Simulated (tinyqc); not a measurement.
## Capacitances against the distance to each plane

Endless row of lines of width wl, height tl and space sl between grounded planes at distance hd; e2 fills the gaps beside the lines, e1 the rest. Laplace's equation is solved on meshes of 3, 6 and 12 steps per unit u and extrapolated (Aitken), which is good to about 0.2 %. C_even (all lines at 1 V) is the capacitance Cg to the planes; C_odd (neighbours in antiphase) = Cg + 4 Cc if only nearest neighbours couple, which defines Cc; total with quiet neighbours Cg + 2 Cc. Plate values 2 eps0 e1 wl/hd and eps0 e2 tl/sl.

Inputs (values chosen for the exercise): relative permittivity above and below the lines e1 = 3; relative permittivity between the lines e2 = 2.4; line width, in units u wl = 4 u; line height tl = 6 u; space between lines sl = 8 u.

Constants: eps0 = 8.8541878128e-12 F/m. Results are converted to the units shown.

The same in every row: plate Cc (aF/um) = 15.9.

Results:

| hd (u) | Cg (aF/um) | Cc (aF/um) | Cg + 2 Cc (aF/um) | C_odd (aF/um) | plate Cg (aF/um) | share of coupling, 2 Cc/(Cg + 2 Cc) (%) |
|---|---|---|---|---|---|---|
| 2 | 208 | 6.90 | 222 | 236 | 106 | 6.21 |
| 3 | 154 | 9.97 | 174 | 194 | 70.8 | 11.5 |
| 4 | 124 | 12.9 | 149 | 175 | 53.1 | 17.2 |
| 5 | 103 | 15.4 | 134 | 165 | 42.5 | 23.0 |
| 6 | 88.9 | 17.7 | 124 | 160 | 35.4 | 28.5 |
| 10 | 57.1 | 24.0 | 105 | 153 | 21.3 | 45.7 |

Estimate the missing row, hd = 8 u.

Computed row:

| hd (u) | Cg (aF/um) | Cc (aF/um) | Cg + 2 Cc (aF/um) | C_odd (aF/um) | plate Cg (aF/um) | share of coupling, 2 Cc/(Cg + 2 Cc) (%) |
|---|---|---|---|---|---|---|
| 8 | 69.5 | 21.3 | 112 | 155 | 26.6 | 38.0 |

With this row back in the table: As hd goes from 2 to 10, Cg falls from 208 to 57.1 aF/um, Cc rises from 6.90 to 24.0 aF/um and the share of coupling rises from 6.21 to 45.7 %. Cg is 1.96 times its plate value in the first row and 2.68 times in the last; for Cc the ratios are 0.433 and 1.51. Neighbours in antiphase raise the load by a factor of 1.06 and 1.46 over quiet ones. For hd = 10 the planes are farther than 0.8 of the pitch, so second neighbours couple too and Cg + 2 Cc understates the quiet load by a per cent or more.

Numbers from tinyqc (`OMP_NUM_THREADS=1 python tinyqc.py 2790172 2790173 out.jsonl`; about 1 s on one thread of a shared Intel Xeon 2.30GHz).
